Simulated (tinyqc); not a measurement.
Worked calculation (part 1 of 2): UKS/PBE0 in the sto-3g basis, for Be+, spin multiplicity 2. Computed by tinyqc, a small Python program that keeps every step (integrals from PySCF). Settings: charge = 1, multiplicity = 2, basis = sto-3g, energy threshold = 1e-08, iteration cap = 57, orthogonalisation = symmetric, start = core, DIIS depth = 6, method = UKS, functional = pbe0, grid = [10, 86]. Command: `OMP_NUM_THREADS=1 python tinyqc.py 28246 28247 out.jsonl` (the two numbers bound the seeds that draw the settings). One thread of a shared host (Intel(R) Xeon(R) Processor @ 2.60GHz), about 1 s of CPU time with the checks. Later iterations appear only in the table of the cycle.

## One-electron integrals

Geometry (angstrom):
```
atom        x        y        z
Be    0.00000  0.00000  0.00000
```

Basis sto-3g: exponents (1/bohr^2) and contraction coefficients of normalised primitives:
```
element  l (shell)  exponent  coefficient
Be           s (1)  30.16787      0.15433
Be           s (1)   5.49512      0.53533
Be           s (1)   1.48719      0.44463
Be           s (2)   1.31483     -0.09997
Be           s (2)   0.30554      0.39951
Be           s (2)   0.09937      0.70012
Be           p (3)   1.31483      0.15592
Be           p (3)   0.30554      0.60768
Be           p (3)   0.09937      0.39196
```

Overlap, kinetic and nuclear-attraction integrals over the contracted functions; the nuclear repulsion is the sum of Za Zb / Rab.

nuclear repulsion = 0 hartree

overlap S:
```
          1Be 1s   1Be 2s  1Be 2px  1Be 2py  1Be 2pz
1Be 1s   1.00000  0.25952  0.00000  0.00000  0.00000
1Be 2s   0.25952  1.00000  0.00000  0.00000  0.00000
1Be 2px  0.00000  0.00000  1.00000  0.00000  0.00000
1Be 2py  0.00000  0.00000  0.00000  1.00000  0.00000
1Be 2pz  0.00000  0.00000  0.00000  0.00000  1.00000
```

kinetic energy T (hartree):
```
           1Be 1s    1Be 2s  1Be 2px  1Be 2py  1Be 2pz
1Be 1s    6.69397  -0.03301  0.00000  0.00000  0.00000
1Be 2s   -0.03301   0.21111  0.00000  0.00000  0.00000
1Be 2px   0.00000   0.00000  0.66059  0.00000  0.00000
1Be 2py   0.00000   0.00000  0.00000  0.66059  0.00000
1Be 2pz   0.00000   0.00000  0.00000  0.00000  0.66059
```

nuclear attraction V (hartree):
```
            1Be 1s    1Be 2s   1Be 2px   1Be 2py   1Be 2pz
1Be 1s   -14.56109  -1.89925   0.00000   0.00000   0.00000
1Be 2s    -1.89925  -2.31327   0.00000   0.00000   0.00000
1Be 2px    0.00000   0.00000  -2.29475   0.00000   0.00000
1Be 2py    0.00000   0.00000   0.00000  -2.29475   0.00000
1Be 2pz    0.00000   0.00000   0.00000   0.00000  -2.29475
```

core Hamiltonian H = T + V (hartree):
```
           1Be 1s    1Be 2s   1Be 2px   1Be 2py   1Be 2pz
1Be 1s   -7.86712  -1.93226   0.00000   0.00000   0.00000
1Be 2s   -1.93226  -2.10216   0.00000   0.00000   0.00000
1Be 2px   0.00000   0.00000  -1.63416   0.00000   0.00000
1Be 2py   0.00000   0.00000   0.00000  -1.63416   0.00000
1Be 2pz   0.00000   0.00000   0.00000   0.00000  -1.63416
```

## Two-electron integrals

Functions are numbered as in S; the eight-fold symmetry (ij|kl) = (ji|kl) = (kl|ij) leaves the list below.

Two-electron integrals (ij|kl) in chemists' order, unique and non-zero (hartree):
```
(11|11) 2.29883   (21|11) 0.39204   (21|21) 0.07954   (22|11) 0.57099
(22|21) 0.14304   (22|22) 0.41768   (31|31) 0.01461   (32|31) 0.02189
(32|32) 0.09226   (33|11) 0.56958   (33|21) 0.14308   (33|22) 0.41759
(33|33) 0.44986   (41|41) 0.01461   (42|41) 0.02189   (42|42) 0.09226
(43|43) 0.02425   (44|11) 0.56958   (44|21) 0.14308   (44|22) 0.41759
(44|33) 0.40136   (44|44) 0.44986   (51|51) 0.01461   (52|51) 0.02189
(52|52) 0.09226   (53|53) 0.02425   (54|54) 0.02425   (55|11) 0.56958
(55|21) 0.14308   (55|22) 0.41759   (55|33) 0.40136   (55|44) 0.40136
(55|55) 0.44986
```

## Orthogonalisation

S = U s U^T; symmetric (Loewdin) form X = U s^(-1/2) U^T, so that X^T S X = 1.

eigenvalues of S: 0.74048  1.00000  1.00000  1.00000  1.25952

X:
```
           1Be 1s    1Be 2s  1Be 2px  1Be 2py  1Be 2pz
1Be 1s    1.02657  -0.13553  0.00000  0.00000  0.00000
1Be 2s   -0.13553   1.02657  0.00000  0.00000  0.00000
1Be 2px   0.00000   0.00000  1.00000  0.00000  0.00000
1Be 2py   0.00000   0.00000  0.00000  1.00000  0.00000
1Be 2pz   0.00000   0.00000  0.00000  0.00000  1.00000
```

## Starting guess

The start is the orbitals of the core Hamiltonian; D(s) = C_occ C_occ^T for each spin.

D(alpha) at the start:
```
           1Be 1s    1Be 2s  1Be 2px  1Be 2py  1Be 2pz
1Be 1s    1.07221  -0.27826  0.00000  0.00000  0.00000
1Be 2s   -0.27826   1.07221  0.00000  0.00000  0.00000
1Be 2px   0.00000   0.00000  0.00000  0.00000  0.00000
1Be 2py   0.00000   0.00000  0.00000  0.00000  0.00000
1Be 2pz   0.00000   0.00000  0.00000  0.00000  0.00000
```

D(beta) at the start:
```
           1Be 1s    1Be 2s  1Be 2px  1Be 2py  1Be 2pz
1Be 1s    1.00962  -0.01925  0.00000  0.00000  0.00000
1Be 2s   -0.01925   0.00037  0.00000  0.00000  0.00000
1Be 2px   0.00000   0.00000  0.00000  0.00000  0.00000
1Be 2py   0.00000   0.00000  0.00000  0.00000  0.00000
1Be 2pz   0.00000   0.00000  0.00000  0.00000  0.00000
```

## Iteration 1: exchange-correlation on the grid

Becke grid with 10 radial and 86 angular points per atom, points of zero weight dropped. rho = sum D_ij phi_i phi_j; V_xc,ij = sum w v_xc phi_i phi_j plus the gradient terms; v_xc is d(rho eps)/d rho(s) for spin s at fixed gradient. Exact exchange is left to K.

The 8 grid points with the largest w rho, of 860 (bohr, atomic units):
```
x                y         z        w  rho(alpha)  rho(beta)    eps_xc  v_xc(alpha)
0.29213   -0.29213   0.29213  0.01551     0.39493    0.39451  -0.65368     -0.66562
-0.29213  -0.29213   0.29213  0.01551     0.39493    0.39451  -0.65368     -0.66562
-0.29213   0.29213  -0.29213  0.01551     0.39493    0.39451  -0.65368     -0.66562
0.29213    0.29213  -0.29213  0.01551     0.39493    0.39451  -0.65368     -0.66562
0.29213    0.29213   0.29213  0.01551     0.39493    0.39451  -0.65368     -0.66562
-0.29213   0.29213   0.29213  0.01551     0.39493    0.39451  -0.65368     -0.66562
-0.29213  -0.29213  -0.29213  0.01551     0.39493    0.39451  -0.65368     -0.66562
0.29213   -0.29213  -0.29213  0.01551     0.39493    0.39451  -0.65368     -0.66562
```

electrons on the grid, sum of w rho = 3.04021

E_xc = sum of w rho eps_xc = -1.9642725 hartree

V_xc(alpha) (hartree):
```
           1Be 1s    1Be 2s   1Be 2px   1Be 2py   1Be 2pz
1Be 1s   -1.14526  -0.16098   0.00000   0.00000   0.00000
1Be 2s   -0.16098  -0.21761   0.00000   0.00000   0.00000
1Be 2px   0.00000   0.00000  -0.21555   0.00000   0.00000
1Be 2py   0.00000   0.00000   0.00000  -0.21555   0.00000
1Be 2pz   0.00000   0.00000   0.00000   0.00000  -0.21555
```

V_xc(beta) (hartree):
```
           1Be 1s    1Be 2s   1Be 2px   1Be 2py   1Be 2pz
1Be 1s   -1.13219  -0.15241   0.00000   0.00000   0.00000
1Be 2s   -0.15241  -0.02010   0.00000   0.00000   0.00000
1Be 2px   0.00000   0.00000  -0.02287   0.00000   0.00000
1Be 2py   0.00000   0.00000   0.00000  -0.02287   0.00000
1Be 2pz   0.00000   0.00000   0.00000   0.00000  -0.02287
```

## Iteration 1: building the Kohn-Sham matrix

J_ij = sum D_kl (ij|kl) with D = D(alpha) + D(beta), K_ij = sum D_kl (ik|jl) for each spin; F = H + J - 0.25 K(s) + V_xc; E = tr D H + tr D J / 2 - 0.125 sum_s tr D(s) K(s) + E_xc + E_nn.

Coulomb J (hartree):
```
          1Be 1s   1Be 2s  1Be 2px  1Be 2py  1Be 2pz
1Be 1s   5.16495  0.92225  0.00000  0.00000  0.00000
1Be 2s   0.92225  1.55159  0.00000  0.00000  0.00000
1Be 2px  0.00000  0.00000  1.54853  0.00000  0.00000
1Be 2py  0.00000  0.00000  0.00000  1.54853  0.00000
1Be 2pz  0.00000  0.00000  0.00000  0.00000  1.54853
```

exchange K(alpha) (hartree):
```
          1Be 1s   1Be 2s  1Be 2px  1Be 2py  1Be 2pz
1Be 1s   2.33194  0.39270  0.00000  0.00000  0.00000
1Be 2s   0.39270  0.45352  0.00000  0.00000  0.00000
1Be 2px  0.00000  0.00000  0.10241  0.00000  0.00000
1Be 2py  0.00000  0.00000  0.00000  0.10241  0.00000
1Be 2pz  0.00000  0.00000  0.00000  0.00000  0.10241
```

exchange K(beta) (hartree):
```
          1Be 1s   1Be 2s  1Be 2px  1Be 2py  1Be 2pz
1Be 1s   2.30589  0.38334  0.00000  0.00000  0.00000
1Be 2s   0.38334  0.07495  0.00000  0.00000  0.00000
1Be 2px  0.00000  0.00000  0.01394  0.00000  0.00000
1Be 2py  0.00000  0.00000  0.00000  0.01394  0.00000
1Be 2pz  0.00000  0.00000  0.00000  0.00000  0.01394
```

F(alpha) (hartree):
```
           1Be 1s    1Be 2s   1Be 2px   1Be 2py   1Be 2pz
1Be 1s   -4.43041  -1.26917   0.00000   0.00000   0.00000
1Be 2s   -1.26917  -0.88156   0.00000   0.00000   0.00000
1Be 2px   0.00000   0.00000  -0.32678   0.00000   0.00000
1Be 2py   0.00000   0.00000   0.00000  -0.32678   0.00000
1Be 2pz   0.00000   0.00000   0.00000   0.00000  -0.32678
```

F(beta) (hartree):
```
           1Be 1s    1Be 2s   1Be 2px   1Be 2py   1Be 2pz
1Be 1s   -4.41082  -1.25825   0.00000   0.00000   0.00000
1Be 2s   -1.25825  -0.58941   0.00000   0.00000   0.00000
1Be 2px   0.00000   0.00000  -0.11198   0.00000   0.00000
1Be 2py   0.00000   0.00000   0.00000  -0.11198   0.00000
1Be 2pz   0.00000   0.00000   0.00000   0.00000  -0.11198
```

total energy of this density = -14.1484945 hartree

## Iteration 1: diagonalisation and new density

Diagonalise F' = X^T F X, C = X C', fill 2 alpha and 1 beta electrons from the bottom; D(s) = C_occ C_occ^T. Each column has its largest component positive (the first on a tie).

F' = X^T F X (alpha) (hartree):
```
          1         2         3         4         5
1  -4.33200  -0.62177   0.00000   0.00000   0.00000
2  -0.62177  -0.65725   0.00000   0.00000   0.00000
3   0.00000   0.00000  -0.32678   0.00000   0.00000
4   0.00000   0.00000   0.00000  -0.32678   0.00000
5   0.00000   0.00000   0.00000   0.00000  -0.32678
```

orbital energies (alpha) (hartree): MO1 -4.43435, MO2 -0.55489, MO3 -0.32678, MO4 -0.32678, MO5 -0.32678

coefficients C (alpha):
```
             MO1       MO2      MO3       MO4       MO5
1Be 1s   0.99092  -0.30047  0.00000   0.00000   0.00000
1Be 2s   0.03302   1.03495  0.00000   0.00000   0.00000
1Be 2px  0.00000   0.00000  0.35114   0.89572  -0.27275
1Be 2py  0.00000   0.00000  0.38764   0.12609   0.91315
1Be 2pz  0.00000   0.00000  0.85231  -0.42637  -0.30294
```

F' = X^T F X (beta) (hartree):
```
          1         2         3         4         5
1  -4.30903  -0.65343   0.00000   0.00000   0.00000
2  -0.65343  -0.35204   0.00000   0.00000   0.00000
3   0.00000   0.00000  -0.11198   0.00000   0.00000
4   0.00000   0.00000   0.00000  -0.11198   0.00000
5   0.00000   0.00000   0.00000   0.00000  -0.11198
```

orbital energies (beta) (hartree): MO1 -4.41415, MO2 -0.24693, MO3 -0.11198, MO4 -0.11198, MO5 -0.11198

coefficients C (beta):
```
             MO1       MO2       MO3       MO4      MO5
1Be 1s   0.99202  -0.29685   0.00000   0.00000  0.00000
1Be 2s   0.02923   1.03506   0.00000   0.00000  0.00000
1Be 2px  0.00000   0.00000   0.43061   0.74399  0.51093
1Be 2py  0.00000   0.00000   0.76669  -0.60023  0.22786
1Be 2pz  0.00000   0.00000  -0.47620  -0.29361  0.82887
```

D(alpha) after iteration 1:
```
           1Be 1s    1Be 2s  1Be 2px  1Be 2py  1Be 2pz
1Be 1s    1.07221  -0.27826  0.00000  0.00000  0.00000
1Be 2s   -0.27826   1.07221  0.00000  0.00000  0.00000
1Be 2px   0.00000   0.00000  0.00000  0.00000  0.00000
1Be 2py   0.00000   0.00000  0.00000  0.00000  0.00000
1Be 2pz   0.00000   0.00000  0.00000  0.00000  0.00000
```

D(beta) after iteration 1:
```
          1Be 1s   1Be 2s  1Be 2px  1Be 2py  1Be 2pz
1Be 1s   0.98409  0.02900  0.00000  0.00000  0.00000
1Be 2s   0.02900  0.00085  0.00000  0.00000  0.00000
1Be 2px  0.00000  0.00000  0.00000  0.00000  0.00000
1Be 2py  0.00000  0.00000  0.00000  0.00000  0.00000
1Be 2pz  0.00000  0.00000  0.00000  0.00000  0.00000
```

Within a degenerate level the vectors are fixed only up to a rotation; this is one choice.

## Iteration 2: exchange-correlation on the grid

As before.

The 8 grid points with the largest w rho, of 860 (bohr, atomic units):
```
x                y         z        w  rho(alpha)  rho(beta)    eps_xc  v_xc(alpha)
0.29213   -0.29213   0.29213  0.01551     0.39493    0.39244  -0.65242     -0.66595
-0.29213  -0.29213   0.29213  0.01551     0.39493    0.39244  -0.65242     -0.66595
-0.29213   0.29213  -0.29213  0.01551     0.39493    0.39244  -0.65242     -0.66595
0.29213    0.29213  -0.29213  0.01551     0.39493    0.39244  -0.65242     -0.66595
0.29213    0.29213   0.29213  0.01551     0.39493    0.39244  -0.65242     -0.66595
-0.29213   0.29213   0.29213  0.01551     0.39493    0.39244  -0.65242     -0.66595
-0.29213  -0.29213  -0.29213  0.01551     0.39493    0.39244  -0.65242     -0.66595
0.29213   -0.29213  -0.29213  0.01551     0.39493    0.39244  -0.65242     -0.66595
```

electrons on the grid, sum of w rho = 3.03982

E_xc = sum of w rho eps_xc = -1.9503937 hartree

V_xc(alpha) (hartree):
```
           1Be 1s    1Be 2s   1Be 2px   1Be 2py   1Be 2pz
1Be 1s   -1.14501  -0.16105   0.00000   0.00000   0.00000
1Be 2s   -0.16105  -0.21789   0.00000   0.00000   0.00000
1Be 2px   0.00000   0.00000  -0.21584   0.00000   0.00000
1Be 2py   0.00000   0.00000   0.00000  -0.21584   0.00000
1Be 2pz   0.00000   0.00000   0.00000   0.00000  -0.21584
```

V_xc(beta) (hartree):
```
           1Be 1s    1Be 2s   1Be 2px   1Be 2py   1Be 2pz
1Be 1s   -1.12832  -0.15511   0.00000   0.00000   0.00000
1Be 2s   -0.15511  -0.12574   0.00000   0.00000   0.00000
1Be 2px   0.00000   0.00000  -0.12524   0.00000   0.00000
1Be 2py   0.00000   0.00000   0.00000  -0.12524   0.00000
1Be 2pz   0.00000   0.00000   0.00000   0.00000  -0.12524
```

## Iteration 2: building the Kohn-Sham matrix

As before.

Coulomb J (hartree):
```
          1Be 1s   1Be 2s  1Be 2px  1Be 2py  1Be 2pz
1Be 1s   5.14437  0.91999  0.00000  0.00000  0.00000
1Be 2s   0.91999  1.55102  0.00000  0.00000  0.00000
1Be 2px  0.00000  0.00000  1.54800  0.00000  0.00000
1Be 2py  0.00000  0.00000  0.00000  1.54800  0.00000
1Be 2pz  0.00000  0.00000  0.00000  0.00000  1.54800
```

exchange K(alpha) (hartree):
```
          1Be 1s   1Be 2s  1Be 2px  1Be 2py  1Be 2pz
1Be 1s   2.33194  0.39270  0.00000  0.00000  0.00000
1Be 2s   0.39270  0.45352  0.00000  0.00000  0.00000
1Be 2px  0.00000  0.00000  0.10241  0.00000  0.00000
1Be 2py  0.00000  0.00000  0.00000  0.10241  0.00000
1Be 2pz  0.00000  0.00000  0.00000  0.00000  0.10241
```

exchange K(beta) (hartree):
```
          1Be 1s   1Be 2s  1Be 2px  1Be 2py  1Be 2pz
1Be 1s   2.28507  0.40479  0.00000  0.00000  0.00000
1Be 2s   0.40479  0.08693  0.00000  0.00000  0.00000
1Be 2px  0.00000  0.00000  0.01572  0.00000  0.00000
1Be 2py  0.00000  0.00000  0.00000  0.01572  0.00000
1Be 2pz  0.00000  0.00000  0.00000  0.00000  0.01572
```

F(alpha) (hartree):
```
           1Be 1s    1Be 2s   1Be 2px   1Be 2py   1Be 2pz
1Be 1s   -4.45074  -1.27149   0.00000   0.00000   0.00000
1Be 2s   -1.27149  -0.88241   0.00000   0.00000   0.00000
1Be 2px   0.00000   0.00000  -0.32760   0.00000   0.00000
1Be 2py   0.00000   0.00000   0.00000  -0.32760   0.00000
1Be 2pz   0.00000   0.00000   0.00000   0.00000  -0.32760
```

F(beta) (hartree):
```
           1Be 1s    1Be 2s   1Be 2px   1Be 2py   1Be 2pz
1Be 1s   -4.42234  -1.26857   0.00000   0.00000   0.00000
1Be 2s   -1.26857  -0.69861   0.00000   0.00000   0.00000
1Be 2px   0.00000   0.00000  -0.21533   0.00000   0.00000
1Be 2py   0.00000   0.00000   0.00000  -0.21533   0.00000
1Be 2pz   0.00000   0.00000   0.00000   0.00000  -0.21533
```

total energy of this density = -14.1580698 hartree

## Iteration 2: DIIS over 2 matrices

error matrix X^T (FDS - SDF) X (alpha):
```
         1        2        3        4        5
1  0.00000  0.00000  0.00000  0.00000  0.00000
2  0.00000  0.00000  0.00000  0.00000  0.00000
3  0.00000  0.00000  0.00000  0.00000  0.00000
4  0.00000  0.00000  0.00000  0.00000  0.00000
5  0.00000  0.00000  0.00000  0.00000  0.00000
```

B (overlaps of the stored error matrices):
```
               1              2
1  7.5632200e-02  4.0542292e-03
2  4.0542292e-03  2.1732509e-04
```

Minimise |sum c_i e_i|^2 with sum c_i = 1: solve [B -1; -1 0][c; lambda] = [0; -1] with B_ij = tr e_i^T e_j summed over both spins, and take F = sum c_i F_i.

DIIS coefficients: -0.05664  1.05664

extrapolated F(alpha) (hartree):
```
           1Be 1s    1Be 2s   1Be 2px   1Be 2py   1Be 2pz
1Be 1s   -4.45189  -1.27162   0.00000   0.00000   0.00000
1Be 2s   -1.27162  -0.88246   0.00000   0.00000   0.00000
1Be 2px   0.00000   0.00000  -0.32765   0.00000   0.00000
1Be 2py   0.00000   0.00000   0.00000  -0.32765   0.00000
1Be 2pz   0.00000   0.00000   0.00000   0.00000  -0.32765
```

extrapolated F(beta) (hartree):
```
           1Be 1s    1Be 2s   1Be 2px   1Be 2py   1Be 2pz
1Be 1s   -4.42299  -1.26916   0.00000   0.00000   0.00000
1Be 2s   -1.26916  -0.70480   0.00000   0.00000   0.00000
1Be 2px   0.00000   0.00000  -0.22119   0.00000   0.00000
1Be 2py   0.00000   0.00000   0.00000  -0.22119   0.00000
1Be 2pz   0.00000   0.00000   0.00000   0.00000  -0.22119
```

## Iteration 2: diagonalisation and new density

As before.

F' = X^T F X (alpha) (hartree):
```
          1         2         3         4         5
1  -4.35397  -0.62129   0.00000   0.00000   0.00000
2  -0.62129  -0.65791   0.00000   0.00000   0.00000
3   0.00000   0.00000  -0.32765   0.00000   0.00000
4   0.00000   0.00000   0.00000  -0.32765   0.00000
5   0.00000   0.00000   0.00000   0.00000  -0.32765
```

orbital energies (alpha) (hartree): MO1 -4.45561, MO2 -0.55627, MO3 -0.32765, MO4 -0.32765, MO5 -0.32765

coefficients C (alpha):
```
             MO1       MO2       MO3      MO4       MO5
1Be 1s   0.99122  -0.29949   0.00000  0.00000   0.00000
1Be 2s   0.03199   1.03498   0.00000  0.00000   0.00000
1Be 2px  0.00000   0.00000   0.99189  0.12343  -0.03041
1Be 2py  0.00000   0.00000  -0.12710  0.96758  -0.21826
1Be 2pz  0.00000   0.00000   0.00248  0.22036   0.97542
```

F' = X^T F X (beta) (hartree):
```
          1         2         3         4         5
1  -4.32094  -0.64738   0.00000   0.00000   0.00000
2  -0.64738  -0.47083   0.00000   0.00000   0.00000
3   0.00000   0.00000  -0.22119   0.00000   0.00000
4   0.00000   0.00000   0.00000  -0.22119   0.00000
5   0.00000   0.00000   0.00000   0.00000  -0.22119
```

orbital energies (beta) (hartree): MO1 -4.42688, MO2 -0.36489, MO3 -0.22119, MO4 -0.22119, MO5 -0.22119

coefficients C (beta):
```
             MO1       MO2       MO3      MO4       MO5
1Be 1s   0.99121  -0.29954   0.00000  0.00000   0.00000
1Be 2s   0.03204   1.03498   0.00000  0.00000   0.00000
1Be 2px  0.00000   0.00000   0.92427  0.30871   0.22456
1Be 2py  0.00000   0.00000  -0.11978  0.79306  -0.59725
1Be 2pz  0.00000   0.00000  -0.36247  0.52512   0.76998
```

D(alpha) after iteration 2:
```
           1Be 1s    1Be 2s  1Be 2px  1Be 2py  1Be 2pz
1Be 1s    1.07221  -0.27826  0.00000  0.00000  0.00000
1Be 2s   -0.27826   1.07221  0.00000  0.00000  0.00000
1Be 2px   0.00000   0.00000  0.00000  0.00000  0.00000
1Be 2py   0.00000   0.00000  0.00000  0.00000  0.00000
1Be 2pz   0.00000   0.00000  0.00000  0.00000  0.00000
```

D(beta) after iteration 2:
```
          1Be 1s   1Be 2s  1Be 2px  1Be 2py  1Be 2pz
1Be 1s   0.98249  0.03176  0.00000  0.00000  0.00000
1Be 2s   0.03176  0.00103  0.00000  0.00000  0.00000
1Be 2px  0.00000  0.00000  0.00000  0.00000  0.00000
1Be 2py  0.00000  0.00000  0.00000  0.00000  0.00000
1Be 2pz  0.00000  0.00000  0.00000  0.00000  0.00000
```

Within a degenerate level the vectors are fixed only up to a rotation; this is one choice.
